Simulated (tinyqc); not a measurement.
On-chip interconnect, size-dependent resistivity and RC delay: course in time.

A rectangular line between two neighbours and two ground planes. Surface and grain-boundary scattering are added to the bulk resistivity as corrections; capacitances are parallel-plate values without fringing; inductance is ignored.

6 equal pi sections: series Rs = r Lw/6; node capacitances c Lw/6, halved at nodes 0 and 6, with Cl added to node 6; Rd feeds node 0. Elmore delay of node k: the sum, over the resistors on the path to k, of resistance times all capacitance downstream of it.

A 1 V step is applied behind Rd at t = 0. C dv/dt = -G v + b, with G the conductance matrix of the ladder (1/Rs between neighbours, 1/Rd added at node 0) and b = (1 V/Rd, 0, ...). Backward Euler step: (C/dt + G) v(new) = (C/dt) v + b. The last column solves the same ladder exactly by its modes.

Values chosen for this exercise: driver resistance Rd = 380 ohm; time step dt = 220 ps.

Rs = 10615.0 ohm
C, node 0 to 6 (fF): 3.54122  7.08244  7.08244  7.08244  7.08244  7.08244  3.61822

Voltages (V):
```
t (ps)  node 0  node 3  node 6  node 6, exact
220.0   0.9787  0.1788  0.0611         0.0310
440.0   0.9901  0.3398  0.1647         0.1588
660.0   0.9926  0.4622  0.2800         0.3001
880.0   0.9941  0.5564  0.3894         0.4233
1100    0.9952  0.6316  0.4863         0.5258
1320    0.9960  0.6930  0.5693         0.6103
1540    0.9967  0.7437  0.6395         0.6798
1760    0.9972  0.7859  0.6985         0.7369
1980    0.9977  0.8211  0.7479         0.7838
2200    0.9981  0.8505  0.7893         0.8224
2420    0.9984  0.8750  0.8239         0.8540
2640    0.9986  0.8956  0.8528         0.8801
```

What does the table show?

The far end of the ladder reaches 0.5 V at 1040 ps, 0.757 of its Elmore delay (ln 2 = 0.693 for a single pole); the slowest mode has a time constant of 1120 ps. The largest error of the backward Euler steps at that node is 41 mV.

Range of the model: The metal width is under the mean free path, where the thick-limit surface term and the simple sum of corrections lose accuracy.

Computed by the program tinyqc: `OMP_NUM_THREADS=1 python tinyqc.py 2100035 2100036 out.jsonl`, one thread of a shared Intel Xeon 2.30GHz, about 0.01 s for the whole run.
